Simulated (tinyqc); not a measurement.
Length of a molecular wire: coherent transport through a tight-binding bridge. Computed by the program tinyqc. T = Gamma_L Gamma_R |G_1n|^2 with the self-energies of semi-infinite chains.

A uniform bridge between two chains:

| parameter | value |
|---|---|
| site energy (eV) | 0.780000 |
| hopping in the bridge (eV) | 1.450000 |
| lead hopping (eV) | 1.770000 |
| couplings (eV) | 0.89, 0.6 |
| E (eV) | 0.300000 |

Transmission against length:

| sites | T | ln T |
|---|---|---|
| 2 | 1.9728e-01 | -1.6231 |
| 3 | 2.8152e-01 | -1.2676 |
| 4 | 3.0243e-01 | -1.1959 |
| 5 | 1.8912e-01 | -1.6654 |
| 6 | 5.5922e-01 | -0.5812 |
| 7 | 1.5570e-01 | -1.8598 |
| 8 | 8.6120e-01 | -0.1494 |
| 9 | 1.5449e-01 | -1.8676 |
| 10 | 5.9074e-01 | -0.5264 |

What does the comparison show, and why?

E lies inside the band of the bridge (|E - e|/2h = 0.166 < 1): T does not decay but oscillates with length, between 0.154 and 0.861 here, as levels of the bridge pass E.
